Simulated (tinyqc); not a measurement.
From results back to parameters: carrier statistics of a doped semiconductor with parabolic bands. Four cases, with inputs chosen for the exercise.

Problem. With Boltzmann statistics and no minority carriers, n (n + NA)/(ND - NA - n) = K(T) = (N(T)/2) exp(-E/kB T), E the ionisation energy of the majority dopant and N = 2 (m kB T/(4 pi c))^(3/2) with c = hbar^2/2m0, in 1/angstrom^3; times 1e24 for 1/cm^3, m = m_d. The density below was computed from a hidden E.

Constants: hbar^2/2m0 = 3.80998211 eV angstrom^2; kB = 8.617333262e-05 eV/K.

Case 1.

Values chosen (near those of AlAs; the results hold for these values, not for the real material): ND = 3.9e+18 1/cm^3 (donors); NA = 2.1e+12 1/cm^3 (acceptors); m_d = 0.749 m0 (density-of-states mass of the majority band); Ta = 79 K.

n(Ta) = 1.2271e+16 1/cm^3

Case 2.

Values chosen (near those of SiC; the results hold for these values, not for the real material): ND = 4.7e+14 1/cm^3 (donors); NA = 9e+12 1/cm^3 (acceptors); m_d = 0.794 m0 (density-of-states mass of the majority band); Ta = 95 K.

n(Ta) = 3.4655e+14 1/cm^3

Case 3.

Values chosen (near those of GaN; the results hold for these values, not for the real material): ND = 3e+15 1/cm^3 (donors); NA = 6.8e+12 1/cm^3 (acceptors); m_d = 0.201 m0 (density-of-states mass of the majority band); Ta = 24 K.

n(Ta) = 4.0354e+13 1/cm^3

Case 4.

Values chosen (near those of GaN; the results hold for these values, not for the real material): ND = 2.1e+15 1/cm^3 (donors); NA = 2.9e+12 1/cm^3 (acceptors); m_d = 0.195 m0 (density-of-states mass of the majority band); Ta = 33 K.

n(Ta) = 1.6275e+14 1/cm^3

Find: K(Ta); E.

Solution. The left side gives K; then E = kB T ln(N/(2 K)).

Case 1.

K(Ta) = 3.87e+13 1/cm^3
E = 0.0698 eV

Case 2.

K(Ta) = 1.08e+15 1/cm^3
E = 0.0597 eV

Case 3.

K(Ta) = 6.44e+11 1/cm^3
E = 0.0219 eV

Case 4.

K(Ta) = 1.39e+13 1/cm^3
E = 0.0226 eV

Computed by tinyqc, one run a case: `OMP_NUM_THREADS=1 python tinyqc.py N N+1 out.jsonl` with N = 1682665, 1682753, 1682780, 1682799; one thread of a shared Intel(R) Xeon(R) Processor @ 2.30GHz, about 0.01 s a run at most.
